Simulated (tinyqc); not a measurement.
From results back to parameters: Weaire-Thorpe hybrids on a Bethe lattice: gap and dangling bond of an amorphous tetrahedral solid. Two cases, with inputs chosen for the exercise.

Problem. In the Weaire-Thorpe model the two p-like peaks lie at -V2 + V1 and V2 + V1, and the guaranteed gap is 2 V2 - 4 V1. The peak positions come from hidden V1 and V2.

Find: V1, V2; guaranteed gap; lowest possible level -3 V1 - V2.

Method. The mean of the peaks is V1 and half their distance V2.

Case 1.

peaks (eV): bonding -2.560, antibonding 5.980

Solution.

V1, V2 (eV): 1.71  4.27

guaranteed gap = 1.70 eV
lowest possible level -3 V1 - V2 = -9.40 eV

Case 2.

peaks (eV): bonding -2.440, antibonding 6.280

Solution.

V1, V2 (eV): 1.92  4.36

guaranteed gap = 1.04 eV
lowest possible level -3 V1 - V2 = -10.12 eV

Computed by tinyqc, one run a case: `OMP_NUM_THREADS=1 python tinyqc.py N N+1 out.jsonl` with N = 1482723, 1482752; one thread of a shared Intel(R) Xeon(R) Processor @ 2.30GHz, about 0.04 s a run at most.
